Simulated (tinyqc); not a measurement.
Thin-body transistor below threshold, two-dimensional Poisson equation on a small mesh: one step of the calculation.

A thin body on a thick buried insulator of low permittivity, taken as carrying no normal field at the bottom of the body (row 0). Mobile charge is neglected (subthreshold), the body is fully depleted, and potentials are counted from the intrinsic level; rows run upward to the gate, columns from source to drain.

Question. Barrier, swing and barrier lowering. The barrier is read along row 0, the path farthest from the gate. Take the node j of lowest psi: barrier Vbi - psi_j; swing Vt ln 10/(d psi_j/dVg); DIBL = (d psi_j/dVd)/(d psi_j/dVg). The derivatives solve the same equations with s = 0 and a unit change of that voltage.

Values chosen for this exercise:
- T = 300 K (temperature)
- Vbi = 0.47 V (potential of the source)

Constants: q = 1.602176634e-19 C, kB = 1.380649e-23 J/K, Vt = kB T/q. Results are converted to the units shown.

converged psi (V):
```
              j=0         j=1         j=2         j=3         j=4         j=5         j=6
row 0  0.47000000  0.20672538  0.11909568  0.10975573  0.16577089  0.37361430  0.97000000
row 1  0.47000000  0.19437535  0.11359094  0.10516044  0.15509547  0.34629492  0.97000000
row 2  0.47000000  0.15462591  0.09791142  0.09235751  0.12455474  0.25815443  0.97000000
row 3  0.27000000  0.11261730  0.08401670  0.08122358  0.09739833  0.16475756  0.52000000
row 4  0.07000000  0.07000000  0.07000000  0.07000000  0.07000000  0.07000000  0.07000000
```

d psi/dVg on row 0: j=0 0.00000000, j=1 0.66127717, j=2 0.88856417, j=3 0.93883735, j=4 0.88856417, j=5 0.66127717, j=6 0.00000000
d psi/dVd on row 0: j=0 0.0000000, j=1 0.0024725, j=2 0.0090427, j=3 0.0305813, j=4 0.1023931, j=5 0.3362503, j=6 1.0000000

Find: j; barrier; swing; DIBL.

Answer.

j = 3
barrier = 0.3602 V
swing = 63.40 mV/decade
DIBL = 32.57 mV/V

tinyqc, about 0.1 s, one thread, Intel Xeon 2.30GHz (shared host): `OMP_NUM_THREADS=1 python tinyqc.py 2480034 2480035 out.jsonl`
